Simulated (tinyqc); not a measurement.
What each parameter does: temperature and isotope dependence of a band gap in oscillator models.

E(T) = E0 - sum_i sl_i th_i n_i(T), n = 1/(exp(th/T) - 1). The same coupling lowers the gap at 0 K by the zero-point term ZP = sum_i sl_i th_i/2, so the gap of the static lattice is E0 + ZP. Thermal expansion is taken as part of the slopes.

Inputs chosen for the exercise (near those of AlN; the results hold for these values, not for the real material):
- E0 = 6.114 eV (gap at 0 K)
- th = (272, 1033) K (temperatures of two oscillators)
- sl = (0.2561, 0.5199) meV/K (their high-temperature slopes)
- T = 500 K (temperature)

Gap at T, slope -sum sl_i (th_i/T)^2 n_i (1 + n_i) and ZP. Each row changes one parameter from the base and keeps the others.

Results:

| case | E(T) (eV) | dE/dT (meV/K) | ZP (meV) |
|---|---|---|---|
| base | 5.9397 | -0.6185 | 303.36 |
| T = 540 K | 5.9146 | -0.6374 | 303.36 |
| E0 = 6.124 eV | 5.9497 | -0.6185 | 303.36 |
| th = (272, 1239) K | 5.9586 | -0.5691 | 356.91 |
| sl = (0.3329, 0.5199) meV/K | 5.9108 | -0.6934 | 313.80 |

The largest shifts from the base row, up to three for each result and ties (the steps differ in size, so this ranks the rows, not the parameters). E(T) (eV): sl -0.0289, T -0.0251, th +0.0189. dE/dT (meV/K): sl -0.0749, th +0.0494, T -0.0189; unchanged at the printed digits by E0. ZP (meV): th +53.55, sl +10.44; unchanged at the printed digits by T and E0.

Computed by tinyqc, a small Python program: `OMP_NUM_THREADS=1 python tinyqc.py 1850313 1850314 out.jsonl` (the numbers bound the seed that draws the inputs); one thread of a shared host (Intel(R) Xeon(R) Processor @ 2.30GHz), about 0.01 s for the whole set of steps.
